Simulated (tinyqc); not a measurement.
Crystal pulling from the melt: segregation, interface stability, heat balance and point-defect regime. Changing the pull rate V. Computed by tinyqc, a small Python program. Command: `OMP_NUM_THREADS=1 python tinyqc.py 3012104 3012105 out.jsonl pull sweep`. One thread of a shared host (Intel(R) Xeon(R) Processor @ 2.30GHz), about 0.03 s of CPU time with the checks.

A dilute solute; steady pulling with a flat interface unless it is found unstable.

Inputs (values chosen for the exercise, for a model semiconductor):

| quantity | value | unit |
|---|---|---|
| equilibrium coefficient k0 | 0.032 | - |
| initial melt concentration C0 | 1.9e+16 | 1/cm^3 |
| diffusivity in the melt D | 0.00035 | cm^2/s |
| kinematic viscosity nu | 0.0031 | cm^2/s |
| crystal rotation | 30 | rpm |
| gradient in the melt G_L | 16 | K/cm |
| solid conductivity k_S | 21.5 | W/(m K) |
| melt conductivity k_L | 60.9 | W/(m K) |
| latent heat per volume L | 4090 | J/cm^3 |
| melting point T_m | 1685 | K |
| interface energy gamma | 0.36 | J/m^2 |
| frozen fraction g | 0.22 | - |
| critical ratio xi_c | 0.13 | mm^2/(min K) |
| evaporation number beta | 0.83 | - |

Loss from the melt surface: evaporation.

Constants: k_B = 1.380649e-23 J/K.

Method:
- delta = 1.61 D^(1/3) nu^(1/6) omega^(-1/2), omega = 2 pi rpm/60; k_eff = k0/[k0 + (1 - k0) exp(-V delta/D)] (Burton, Prim and Slichter); the melt at the interface is enriched by k_eff/k0.
- Axial profile: C_s = k_eff C0 (1 - g)^(k_eff - 1 + beta), where beta, the evaporation velocity times the free melt area over the volume growth rate, is taken constant; bulk melt C_L = C_s/k_eff. Usable fraction: the g at which C_s has changed by 30 % from its first value (0.99 at most).
- k_S G_S = k_L G_L + L V; the largest rate for this G_S, with G_L = 0, is k_S G_S/L. Voronkov: the crystal grows vacancy-rich if V/G_S > xi_c and interstitial-rich if below; at fixed G_L the neutral rate solves V = xi_c G_S(V).
- Liquidus slope per concentration (van 't Hoff): |m| = k_B T_m^2 (1 - k0)/L. Solute gradient at the interface: G_C = (V/D) C_s (1 - k0)/k0. Constitutional supercooling sets in when |m| G_C > G_L. Critical C_s from the equality.
- Mullins-Sekerka for a thick solute layer: a ripple of wave number w grows if S(w) = -Gam w^2 - G* + |m| G_C (w* - V/D)/(w* - (1 - k0) V/D) > 0, Gam = gamma T_m/L, G* = (k_S G_S + k_L G_L)/(k_S + k_L), w* = V/(2D) + sqrt((V/(2D))^2 + w^2).
- The critical C_s is that at which the maximum of S over w is zero.

One run for each value:

| pull rate V (mm/min) | k_eff | V/G_S (mm^2/(min K)) | critical C_s (1/cm^3) | critical C_s, Mullins-Sekerka (1/cm^3) | gradient in the solid G_S (K/cm) |
|---|---|---|---|---|---|
| 0.10 | 0.032363 | 0.02062 | 1.1972e+20 | 1.8334e+20 | 48.49 |
| 0.15 | 0.032545 | 0.02995 | 7.9816e+19 | 1.2433e+20 | 50.08 |
| 0.23 | 0.032840 | 0.04372 | 5.2054e+19 | 8.3276e+19 | 52.61 |
| 0.36 | 0.033324 | 0.06345 | 3.3256e+19 | 5.5475e+19 | 56.73 |
| 0.55 | 0.034044 | 0.08764 | 2.1768e+19 | 3.8481e+19 | 62.76 |
| 0.84 | 0.035171 | 0.11674 | 1.4253e+19 | 2.7364e+19 | 71.95 |
| 1.30 | 0.037034 | 0.15022 | 9.2095e+18 | 1.9903e+19 | 86.54 |
| 2.00 | 0.040052 | 0.18394 | 5.9862e+18 | 1.5135e+19 | 108.73 |
| 3.00 | 0.044775 | 0.21362 | 3.9908e+18 | 1.2185e+19 | 140.44 |

What does the table show, and why?

Over the rows, k_eff rises from 0.0324 to 0.0448 (exponent d ln y / d ln x 0.014 between the first rows and 0.27 between the last); V/G_S (mm^2/(min K)) rises from 0.0206 to 0.214 (exponent d ln y / d ln x 0.92 between the first rows and 0.37 between the last); critical C_s (1/cm^3) falls from 1.20e20 to 3.99e18 (exponent d ln y / d ln x about -1.0 throughout). The exponent of critical C_s stays at -1: G_C is proportional to V. V/G_S grows more slowly than V because latent heat steepens G_S; its ceiling is k_S/L = 0.315 mm^2/(min K). It passes xi_c between 0.840 and 1.30 mm/min.

Caution (all rows): the onset wavelength exceeds the stirred boundary layer, so flow cuts off the solute field assumed in this theory.

Extremes, crossings and ranges named in words are read from the listed rows.
